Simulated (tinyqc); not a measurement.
Band-to-band tunnelling across a p-n junction in a two-band chain, step by step. Values are carried at full precision from step to step, so a last printed digit may differ when a step is redone from the rounded ones.

Sites alternate A at -Eg/2 and C at +Eg/2 with hopping -t; near the edges, with k counted from the zone boundary pi/a, E^2 = (Eg/2)^2 + (t a k)^2, so t = sqrt(c Eg/m)/a gives the mass m, c = hbar^2/2m0. In the gap cosh(q a) = 1 + (Eg^2/4 - e^2)/(2 t^2), e the energy from the local mid-gap. The potential is V0 = Eg + ov on the p side (left), 0 on the n side, and falls linearly over the 2N sites of the junction, V_j = V0 (1 - j/(2N + 1)), j = 1 to 2N, site 1 being A. E = Eg/2 + x ov. A half chain that ends on a site of level e1 with neighbour e2 has g = (1 + z)/(E - e1), z = exp(-/+ i k a) the root with Im g < 0, cos(k a) = (E - e1)(E - e2)/(2 t^2) - 1. S_L = t^2 g (ending on C, shifted by V0), S_R = t^2 g (starting on A). T = 4 Im(S_L) Im(S_R) |G_(1,2N)|^2.

Constants: hbar^2/2m0 = 3.80998211 eV angstrom^2.

Inputs chosen for the exercise (gap and mass near those of GaSb; not measured data):
- Eg = 0.756 eV (gap)
- m = 0.0401 m0 (mass of electron and light hole)
- a = 5 angstrom (period (two sites))
- ov = 0.36 eV (overlap: top of the valence band on the p side above the conduction edge on the n side)
- N = 3 (periods in the small junction)
- x = 0.34 (energy above the n-side conduction edge, as a share of ov)

## Hopping, field and tunnelling length

Form t, V0, E, the field F = V0/((2N + 1) a/2) (1 V/angstrom = 100 MV/cm) and the length Eg/F over which E lies in the gap.

t = 1.6950 eV
V0 = 1.1160 eV
E = 0.5004 eV
F = 6.377 MV/cm
tunnelling length = 11.85 angstrom

So short a junction keeps the matrix small; its field is above the 1 to 3 MV/cm of tunnel diodes.

## Self-energies of the two sides

Form cos(k a) and S for each side.

cos(k a): left -0.958916, right -0.981290

S_L, S_R (eV): [-0.11880-0.82033i, 0.06120-0.62977i]

## Recursive Green function

g_1 = 1/(E - e_1 - S_L); g_j = 1/(E - e_j - t^2 g_(j-1)), with S_R also subtracted at the last site; G_1j = G_1(j-1) (-t) g_j, G_11 = g_1; e_j is the site level plus V_j. The self-energies stand in the order S_L, S_R.

Sweep:
```
j  e_j (eV)       g_j (1/eV)      G_1j (1/eV)
1    0.5786   0.0602-1.2160i   0.0602-1.2160i
2    1.1751  -0.0656-0.2703i   0.5638-0.1076i
3    0.2597   0.5451-0.9864i  -0.3410+1.0422i
4    0.8563  -0.1639-0.2417i  -0.5217+0.1498i
5   -0.0591   0.6674-0.4497i   0.4760-0.5672i
6    0.5374  -0.2599-0.2478i   0.4479-0.0499i
```

T = 0.4196

## WKB for the same field

T = exp(-2 I/F), I = integral of q de across the gap. Continuum: q = sqrt(Eg^2/4 - e^2)/(t a), I = pi Eg^2/(8 t a). Lattice: q from the cosh formula, 12 Gauss-Legendre points in u with e = (Eg/2) sin(u), u from -pi/2 to pi/2. F in V/angstrom is the value in MV/cm over 100.

I (eV/angstrom): continuum 0.026482, lattice 0.026441

T by WKB: continuum 0.4358, lattice 0.4364

The chain gives 0.4196, 0.962 times the lattice WKB value; the exponent is only 0.83, and reflections at the two kinks of the potential count.

## Checks

- G_(1,2N) from the sweep against inversion of the whole matrix (size): both 0.45063.

(tinyqc, `OMP_NUM_THREADS=1 python tinyqc.py 1450027 1450028 out.jsonl`, Intel(R) Xeon(R) Processor @ 2.30GHz, 1 thread, shared host, about 0.01 s.)
